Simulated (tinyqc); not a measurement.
Surface Green function of a square-lattice strip three rows wide, Sancho-Rubio decimation: one step of the calculation.

A semi-infinite lead of cells 0, 1, 2, ... with H0 inside a cell and H1 = <cell i|H|cell i + 1>. A cell is one column of three sites. z = E + i eta.

Question. Decimation. Start with e_s = e = H0, a = H1, b = H1^dagger. Each round: g = (z - e)^(-1); e_s <- e_s + a g b; e <- e + a g b + b g a; a <- a g a; b <- b g b (all with the old a, b). Round k joins cells 2^k apart.

Parameters, values chosen for the exercise:
```
symbol,value,unit,meaning
E,-1.21,eV,energy
eta,0.05,eV,broadening
```

e_s after round 1 (eV):
```
	1	2	3
1	-0.6732356-0.4362629i	-2.3742791-0.8495430i	-1.6559688-1.0732133i
2	-2.3742791-0.8495430i	-2.8878583-1.7093687i	-4.4198876-2.1752770i
3	-1.6559688-1.0732133i	-4.4198876-2.1752770i	-5.6517771-2.8114324i
```

e after round 1 (eV):
```
	1	2	3
1	-1.936471-0.872526i	-3.898558-1.699086i	-3.311938-2.146427i
2	-3.898558-1.699086i	-6.165717-3.418737i	-7.989775-4.350554i
3	-3.311938-2.146427i	-7.989775-4.350554i	-10.843554-5.622865i
```

a after round 1 (eV):
```
	1	2	3
1	-1.2632356-0.4362629i	-1.5242791-0.8495430i	-1.6559688-1.0732133i
2	-1.5242791-0.8495430i	-3.2778583-1.7093687i	-3.5698876-2.1752770i
3	-1.6559688-1.0732133i	-3.5698876-2.1752770i	-5.1917771-2.8114324i
```

b after round 1 (eV):
```
	1	2	3
1	-1.2632356-0.4362629i	-1.5242791-0.8495430i	-1.6559688-1.0732133i
2	-1.5242791-0.8495430i	-3.2778583-1.7093687i	-3.5698876-2.1752770i
3	-1.6559688-1.0732133i	-3.5698876-2.1752770i	-5.1917771-2.8114324i
```

Give: g; e_s after round 2; e after round 2; a after round 2; b after round 2.

Answer.

g (1/eV):
```
	1	2	3
1	1.877-1.249i	1.390-0.688i	-1.793+1.010i
2	1.390-0.688i	0.412-0.401i	-0.825+0.559i
3	-1.793+1.010i	-0.825+0.559i	1.380-0.852i
```

e_s after round 2 (eV):
```
	1	2	3
1	0.897-0.843i	-0.917-0.769i	-1.724-0.032i
2	-0.917-0.769i	-1.043-1.055i	-3.047-0.808i
3	-1.724-0.032i	-3.047-0.808i	-2.366-1.832i
```

e after round 2 (eV):
```
	1	2	3
1	1.204-1.686i	-0.984-1.538i	-3.449-0.063i
2	-0.984-1.538i	-2.476-2.111i	-5.244-1.616i
3	-3.449-0.063i	-5.244-1.616i	-4.272-3.663i
```

a after round 2 (eV):
```
	1	2	3
1	1.570-0.407i	1.457+0.081i	-0.068+1.042i
2	1.457+0.081i	1.845+0.654i	1.373+1.367i
3	-0.068+1.042i	1.373+1.367i	3.286+0.980i
```

b after round 2 (eV):
```
	1	2	3
1	1.570-0.407i	1.457+0.081i	-0.068+1.042i
2	1.457+0.081i	1.845+0.654i	1.373+1.367i
3	-0.068+1.042i	1.373+1.367i	3.286+0.980i
```

Program tinyqc, `OMP_NUM_THREADS=1 python tinyqc.py 2680131 2680132 out.jsonl`; Intel Xeon 2.30GHz, shared host, one thread, about 0.1 s.
